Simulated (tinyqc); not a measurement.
Pressure series at fixed power: global model of a low-pressure process discharge: electron temperature, density, ion flux and ion energy. Computed by tinyqc, a small Python program. Command: `OMP_NUM_THREADS=1 python tinyqc.py 3114134 3114135 out.jsonl plasma walk`. One thread of a shared host (Intel(R) Xeon(R) Processor @ 2.30GHz), about 0.01 s of CPU time with the checks.

Maxwellian electrons with temperature T_e in eV, one positive ion, no negative ions, uniform bulk density n; rate constants have the Arrhenius form.

Inputs (values chosen for the exercise, of the order of those of an inductive discharge in a simple atomic gas): ion mass M = 28 u; ionisation prefactor K0 = 2.9e-14 m^3/s; ionisation energy E_iz = 13.9 eV; excitation prefactor X0 = 3.2e-14 m^3/s; excitation energy E_ex = 8.28 eV; elastic rate constant K_el = 8.8e-14 m^3/s; ion-neutral cross section = 8.3e-19 m^2; gas temperature T_g = 300 K; radius R = 24 cm; height L = 7.4 cm; absorbed power P = 340 W.

Constants: k_B = 1.380649e-23 J/K; e = 1.602176634e-19 C; u = 1.6605390666e-27 kg; m_0 = 9.1093837015e-31 kg.

Method:
- n_g = p/(k_B T_g), lambda_i = 1/(n_g sigma), K_iz = K0 exp(-E_iz/T_e), h_L = 0.86/sqrt(3 + L/(2 lambda_i)), h_R = 0.8/sqrt(4 + R/lambda_i), A_eff = 2 pi R^2 h_L + 2 pi R L h_R and d_eff = pi R^2 L/A_eff follow p.
- Particle balance: K0 exp(-E_iz/T_e) n_g d_eff = u_B, u_B = sqrt(e T_e/M).
- E_c = E_iz + (X0 exp(-E_ex/T_e) E_ex + K_el (3 m_0/M) T_e)/K_iz; E_T = E_c + (5/2) T_e + (T_e/2) ln(M/(2 pi m_0)); n = P/(e u_B A_eff E_T); J = e h_L n u_B. Pressures without a root below 2 E_iz are left out.

Against pressure:
```
p (Pa)  T_e (eV)  E_c (eV)  E_T (eV)  n (1/cm^3)  J (mA/cm^2)
0.1       5.8013     37.98     78.60  3.1618e+10       1.0070
0.2       4.1259     49.60     78.48  4.1890e+10       1.0279
0.5       2.9757     74.35     95.19  5.0806e+10       0.8656
1.0       2.4412    105.36    122.45  5.4913e+10       0.6800
2.0       2.0601    154.03    168.45  5.7222e+10       0.4975
5.0       1.7017    263.33    275.25  5.8018e+10       0.3058
10.0      1.5022    401.75    412.27  5.7290e+10       0.2045
20.0      1.3444    618.69    628.11  5.5709e+10       0.1343
```

What follows from these numbers?

T_e falls from 5.80 to 1.34 eV, n changes by a factor 1.8 and J by 0.13; in J = P h_L/(A_eff E_T), E_T changes by a factor 7.99 and is least at 0.2 Pa, between wall losses at high T_e and excitation losses at low T_e.

Extremes, crossings and ranges named in words are read from the listed rows.
